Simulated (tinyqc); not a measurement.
A run and its error bars: classical Heisenberg spin chain: exact results, Metropolis, heat-bath and over-relaxation steps, and a Monte Carlo run. Computed by tinyqc, a small Python program. Command: `OMP_NUM_THREADS=1 python tinyqc.py 3130471 3130472 out.jsonl heismc walk`. One thread of a shared host (Intel(R) Xeon(R) Processor @ 2.30GHz), about 0.2 s of CPU time with the checks.

E = -J sum_i s_i . s_(i+1) for unit vectors s_i on an open chain; K = J/(k_B T).

Inputs (values chosen for the exercise, for a model chain of large moments):

| quantity | value | unit |
|---|---|---|
| coupling J | 5.4 | meV |
| temperature T | 17.5 | K |
| moment mu | 3.2 | mu_B |
| length N of the open chain | 16 | - |
| seed | 820108 | - |

Update: heat bath with over-relaxation.

Constants: k_B = 8.617333262e-05 eV/K; mu_B = 5.7883818060e-05 eV/T.

Method:
- Each bond angle is independent, so u = <s_i . s_(i+1)> = coth K - 1/K, <s_i . s_(i+n)> = u^n, correlation length xi = -1/ln|u|, energy per bond -J u, heat capacity per bond c/k_B = 1 - K^2/sinh^2 K, and for the long chain chi = mu^2 (1 + u)/(3 k_B T (1 - u)) per spin.
- For N spins, <|sum s|^2>/N = (1 + u)/(1 - u) - 2 u (1 - u^N)/(N (1 - u)^2); the long chain has (1 + u)/(1 - u), chi over the Curie value, and the difference is relative to it.
- From the ordered state (alternating for J < 0), with each spin drawn from exp(h . s), h = K x sum of neighbours, 200 sweeps are discarded and 1600 recorded (even and odd sites in turn, each heat-bath sweep followed by two sweeps of reflections; random numbers not printed, so these rows are one sample). Errors are the scatter of block means over sqrt(number of blocks).

K = 3.58082

u = 0.722287

<|sum s|^2>/N = 5.03746

Blocking:

| block length | mean bond product | error | <\|sum s\|^2>/N | error |
|---|---|---|---|---|
| 1 | 0.72146 | 0.0017418 | 4.9279 | 0.069278 |
| 4 | 0.72146 | 0.0021280 | 4.9279 | 0.073462 |
| 16 | 0.72146 | 0.0020689 | 4.9279 | 0.070455 |
| 40 | 0.72146 | 0.0020505 | 4.9279 | 0.069699 |
| 80 | 0.72146 | 0.0016792 | 4.9279 | 0.073054 |

With blocks of 40 the bond product is 0.4 error bars from the exact u = 0.7223, and <|sum s|^2>/N is 1.6 from the exact 5.037. Blocking to 40 changes the two errors by factors 1.2 and 1.0.
